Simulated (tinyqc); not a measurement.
# Surface potential of a MOS transistor: implicit equation and explicit approximations: effect of the channel-body voltage at fixed gate voltage

p-type body, charge-sheet picture, depletion and inversion only, full ionisation (an idealisation for deep acceptors), Boltzmann statistics (rough once Na exp(x - xn) passes about Nc/7). In units of Vt: xg = (Vg - Vfb)/Vt, x = psi/Vt, G = gamma/sqrt(Vt), xn = (2 phiF + Vc)/Vt. The implicit equation is (xg - x)^2 = G^2 [x - 1 + exp(x - xn)] for x above about 3. Cox = eps0 eox/tox.

ni = sqrt(Nc Nv) exp(-Eg/(2 Vt)), Eg in volts; phiF = Vt ln(Na/ni); gamma = sqrt(2 q eps0 eps_r Na)/Cox; VT = Vfb + Vt (xn + G sqrt(xn - 1)). Depletion value a = 1 + [sqrt(G^2/4 + xg - 1) - G/2]^2; inversion value b = xn + ln[(xg - xn)^2/G^2 - xn + 1] and first guess y = min(a, b) - ln(1 + exp(-|a - b|)) if a > xn + 1, else b = y = a; one second-order correction with D = exp(y - xn), p = 2 (xg - y) + G^2 (1 + D), w = (xg - y)^2 - G^2 (y - 1 + D): z = y + 2 w/(p + sqrt(p^2 - 2 (2 - G^2 D) w)), or the Newton step z = y + w/p where the root is not real. N_inv = (Cox Vt G/q) [sqrt(x - 1 + exp(x - xn)) - sqrt(x - 1)] at the root. Lambert form (Cox m Vt/q) W0[(G/(2 m sqrt(xn - 1))) exp((Vg - VT)/(m Vt))], m = 1 + G/(2 sqrt(xn - 1)). Errors under 1e-4 mV, and the linear form below VT, are printed as 0.

Values chosen for this exercise; band and dielectric values close to those of silicon:
```
symbol,value,unit,meaning
T,350,K,temperature
Eg,1.11,eV,band gap
eps_r,11.9,,relative permittivity
Nc,3.53e19,cm^-3,conduction-band density of states at T
Nv,3.34e19,cm^-3,valence-band density of states at T
eox,3.9,,relative permittivity of the gate insulator (close to silicon dioxide)
tox,1.2,nm,insulator thickness
Na,1.8e16,cm^-3,acceptor density
Vfb,-0.84,V,flat-band voltage
Vg,1.07,V,gate-body voltage
```

Constants: q = 1.602176634e-19 C, kB = 1.380649e-23 J/K, Vt = kB T/q, eps0 = 8.8541878128e-14 F/cm where lengths are in cm. Results are converted to the units shown.

Effect of the channel-body voltage at fixed gate voltage:
```
Vc (V)	psi (V)	x - xn	error of y (mV)	error of z (mV)	N_inv (cm^-2)	Cox (Vg - VT)/q (cm^-2)	Lambert form (cm^-2)
0	0.9736	10.59	17.7	-2.14	1.635e13	2.217e13	1.800e13
0.2	1.160	10.14	20.7	-5.06	1.295e13	1.852e13	1.440e13
0.4	1.343	9.580	24.9	7.59	9.621e12	1.488e13	1.086e13
0.6	1.521	8.825	31.6	11.4	6.401e12	1.124e13	7.390e12
0.8	1.687	7.697	43.3	19.0	3.388e12	7.603e12	4.048e12
1	1.824	5.620	37.4	12.2	8.956e11	3.971e12	1.097e12
1.2	1.873	0.6075	0.543	0	9.850e9	3.422e11	9.971e9
1.4	1.873	-6.006	7.34e-4	0	1.332e7	0	1.269e7
```

What does the table show?

As Vc goes from 0 to 1.4, psi rises from 0.974 to 1.87 V, x - xn falls from 10.6 to -6.01 and N_inv falls from 1.63e13 to 1.33e7 cm^-2. The Lambert form lies between 0.953 and 1.23 times N_inv. psi follows Vc only while the surface is inverted; once x falls below xn it settles at the depletion value. For Vc = 0, 0.2, 0.4, 0.6, 0.8, 1 the electron quasi-Fermi level lies less than 2 Vt below the band edge at the surface, or above it, where degeneracy and confinement, left out, matter.

Numbers from tinyqc (`OMP_NUM_THREADS=1 python tinyqc.py 2122197 2122198 out.jsonl`; about 0.01 s on one thread of a shared Intel Xeon 2.30GHz).
